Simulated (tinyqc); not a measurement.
# Capacitances against the distance to each plane

Endless row of lines of width wl, height tl and space sl between grounded planes at distance hd; e2 fills the gaps beside the lines, e1 the rest. Laplace's equation is solved on meshes of 3, 6 and 12 steps per unit u and extrapolated (Aitken), which is good to about 0.2 %. C_even (all lines at 1 V) is the capacitance Cg to the planes; C_odd (neighbours in antiphase) = Cg + 4 Cc if only nearest neighbours couple, which defines Cc; total with quiet neighbours Cg + 2 Cc. Plate values 2 eps0 e1 wl/hd and eps0 e2 tl/sl.

Values chosen for this exercise:
- e1 = 3.9 (relative permittivity above and below the lines)
- e2 = 2 (relative permittivity between the lines)
- wl = 4 u (line width, in units u)
- tl = 10 u (line height)
- sl = 6 u (space between lines)

Constants: eps0 = 8.8541878128e-12 F/m. Results are converted to the units shown.

The same in every row: plate Cc (aF/um) = 29.5.

Results:
columns A: hd (u); B: Cg (aF/um); C: Cc (aF/um); D: Cg + 2 Cc (aF/um); E: C_odd (aF/um); F: plate Cg (aF/um); G: share of coupling, 2 Cc/(Cg + 2 Cc) (%)
```
A      B     C    D    E     F     G
2    244  21.8  288  332   138  15.2
3    178  26.3  231  284  92.1  22.8
4    141  30.4  202  263  69.1  30.1
5    117  34.0  185  253  55.3  36.7
6    100  37.0  174  248  46.0  42.5
10  63.4  45.0  153  243  27.6  58.6
```

Estimate the missing row, hd = 8 u.

Computed row:
columns A: hd (u); B: Cg (aF/um); C: Cc (aF/um); D: Cg + 2 Cc (aF/um); E: C_odd (aF/um); F: plate Cg (aF/um); G: share of coupling, 2 Cc/(Cg + 2 Cc) (%)
```
A     B     C    D    E     F     G
8  77.7  41.7  161  244  34.5  51.8
```

With this row back in the table: As hd goes from 2 to 10, Cg falls from 244 to 63.4 aF/um, Cc rises from 21.8 to 45.0 aF/um and the share of coupling rises from 15.2 to 58.6 %. Cg is 1.77 times its plate value in the first row and 2.30 times in the last; for Cc the ratios are 0.740 and 1.52. Neighbours in antiphase raise the load by a factor of 1.15 and 1.59 over quiet ones. For hd = 10 the planes are farther than 0.8 of the pitch, so second neighbours couple too and Cg + 2 Cc understates the quiet load by a per cent or more.

Numbers from tinyqc (`OMP_NUM_THREADS=1 python tinyqc.py 2790205 2790206 out.jsonl`; about 0.6 s on one thread of a shared Intel Xeon 2.30GHz).
